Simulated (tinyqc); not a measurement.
Free and trapped electrons in a MOS channel with a dense trap tail: one step of the calculation.

p-type body, charge-sheet picture, full ionisation (an idealisation for deep acceptors), Boltzmann statistics for free electrons. e = Ec - EF at the surface. Acceptor-like traps of density D(E) = D0 + De exp(-E/Ew) at depth E below Ec, from 0 to Eu, hold n_t = integral of D(E)/(1 + exp((e - E)/Vt)). psi = Eg - Vt ln(Nv/Na) - e; N_dep = sqrt(2 eps0 eps_r Na (psi - Vt)/q); n_f = sqrt(N_dep^2 + 2 eps0 eps_r Vt Nc exp(-e/Vt)/q) - N_dep; Vg = Vfb + psi + q (N_dep + n_t + n_f)/Cox, Cox = eps0 eox/tox.

Task. Charges and gate voltage. psi, N_dep, n_f and Vg as defined, with the n_t given; free share n_f/(n_f + n_t); apparent mobility mf n_f/(n_f + n_t); gate voltage spent on traps q n_t/Cox.

Values chosen for this exercise; band and dielectric values close to those of gallium nitride: temperature T = 475 K; band gap Eg = 3.45 eV; relative permittivity eps_r = 9.51; conduction-band density of states at T Nc = 4.56e18 cm^-3; valence-band density of states at T Nv = 9.03e19 cm^-3; relative permittivity of the insulator eox = 3.9; insulator thickness tox = 50 nm; acceptor density Na = 1.5e16 cm^-3; flat-band voltage without trapped charge Vfb = -3.07 V; mobility of free electrons mf = 120 cm^2/(V s); Ec - EF at the surface e = 0.091 eV.

Constants: q = 1.602176634e-19 C, kB = 1.380649e-23 J/K, Vt = kB T/q, eps0 = 8.8541878128e-14 F/cm where lengths are in cm. Results are converted to the units shown.

n_t = 9.8206376e11 cm^-2

Wanted: psi; N_dep; n_f; Vg; free share; apparent mobility; gate voltage spent on traps.

Result.

psi = 3.003 V
N_dep = 6.834e11 cm^-2
n_f = 1.409e11 cm^-2
Vg = 4.123 V
free share = 12.55 %
apparent mobility = 15.06 cm^2/(V s)
gate voltage spent on traps = 2.278 V

Program tinyqc, `OMP_NUM_THREADS=1 python tinyqc.py 2222054 2222055 out.jsonl`; Intel Xeon 2.30GHz, shared host, one thread, about 0.02 s.
